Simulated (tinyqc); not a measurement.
Two-band k.p model of the Delta valleys near the X point under shear strain: one step. The two bands along kz. Three cases, with inputs chosen for the exercise.

Problem. kx = ky = 0, kz from 0 to 1.6 k0 in steps of 0.2 k0, with and without the strain.

Valley pair on the [001] axis, kz counted from the X point, c = hbar^2/2m0, k0 = kx0 2 pi/a. H = (c kz^2/ml + c (kx^2 + ky^2)/mt + c k0^2/ml) 1 + (2 c k0 kz/ml) sigma_z + (D exy - 2 c kx ky/Mp) sigma_x, so E = c kz^2/ml + c (kx^2 + ky^2)/mt + c k0^2/ml -/+ sqrt((2 c k0 kz/ml)^2 + (D exy - 2 c kx ky/Mp)^2). Without strain the lower band has its minima, E = 0, at kz = +/- k0. Shifts from diagonal strain are left out.

Constants: hbar^2/2m0 = 3.80998211 eV angstrom^2.

Case 1.

Values chosen (near those of Si; the results hold for these values, not for the real material): a = 5.44 angstrom (lattice constant); ml = 0.894 m0 (longitudinal mass); mt = 0.194 m0 (transverse mass); kx0 = 0.148 2 pi/a (distance of the minimum from X); D = 15.2 eV (shear deformation potential); Mp = 0.237 m0 (coupling mass); exy = 0.0037 (shear strain).

Case 2.

Values chosen (near those of Si; the results hold for these values, not for the real material): a = 5.437 angstrom (lattice constant); ml = 0.897 m0 (longitudinal mass); mt = 0.192 m0 (transverse mass); kx0 = 0.143 2 pi/a (distance of the minimum from X); D = 15.3 eV (shear deformation potential); Mp = 0.241 m0 (coupling mass); exy = 0.011 (shear strain).

Case 3.

Values chosen (near those of Si; the results hold for these values, not for the real material): a = 5.443 angstrom (lattice constant); ml = 0.914 m0 (longitudinal mass); mt = 0.199 m0 (transverse mass); kx0 = 0.147 2 pi/a (distance of the minimum from X); D = 12.9 eV (shear deformation potential); Mp = 0.227 m0 (coupling mass); exy = 0.0045 (shear strain).

Give: a table of kz/k0, kz (1/angstrom), lower, upper, lower, no strain, upper, no strain.

Solution.

Case 1.

Levels (eV):
```
kz/k0  kz (1/angstrom)    lower   upper  lower, no strain  upper, no strain
0.0             0.0000   0.0683  0.1808            0.1245            0.1245
0.2             0.0342   0.0544  0.2046            0.0797            0.1793
0.4             0.0684   0.0301  0.2589            0.0448            0.2441
0.6             0.1026   0.0097  0.3290            0.0199            0.3188
0.8             0.1368  -0.0028  0.4113            0.0050            0.4035
1.0             0.1709  -0.0063  0.5044            0.0000            0.4981
1.2             0.2051  -0.0003  0.6080            0.0050            0.6027
1.4             0.2393   0.0154  0.7218            0.0199            0.7173
1.6             0.2735   0.0409  0.8458            0.0448            0.8418
```

Case 2.

Levels (eV):
```
kz/k0  kz (1/angstrom)    lower   upper  lower, no strain  upper, no strain
0.0             0.0000  -0.0523  0.2843            0.1160            0.1160
0.2             0.0331  -0.0539  0.2952            0.0742            0.1670
0.4             0.0661  -0.0576  0.3267            0.0418            0.2274
0.6             0.0992  -0.0606  0.3762            0.0186            0.2970
0.8             0.1322  -0.0603  0.4408            0.0046            0.3758
1.0             0.1653  -0.0546  0.5186            0.0000            0.4640
1.2             0.1983  -0.0423  0.6083            0.0046            0.5614
1.4             0.2314  -0.0225  0.7092            0.0186            0.6681
1.6             0.2644   0.0054  0.8205            0.0418            0.7841
```

Case 3.

Levels (eV):
```
kz/k0  kz (1/angstrom)    lower   upper  lower, no strain  upper, no strain
0.0             0.0000   0.0620  0.1781            0.1200            0.1200
0.2             0.0339   0.0495  0.2002            0.0768            0.1728
0.4             0.0679   0.0270  0.2514            0.0432            0.2353
0.6             0.1018   0.0079  0.3185            0.0192            0.3073
0.8             0.1358  -0.0038  0.3975            0.0048            0.3889
1.0             0.1697  -0.0069  0.4870            0.0000            0.4801
1.2             0.2036  -0.0010  0.5867            0.0048            0.5810
1.4             0.2376   0.0142  0.6964            0.0192            0.6914
1.6             0.2715   0.0388  0.8158            0.0432            0.8114
```

Computed by tinyqc, one run a case: `OMP_NUM_THREADS=1 python tinyqc.py N N+1 out.jsonl` with N = 1051032, 1051073, 1051087; one thread of a shared Intel(R) Xeon(R) Processor @ 2.30GHz, about 0.01 s a run at most.
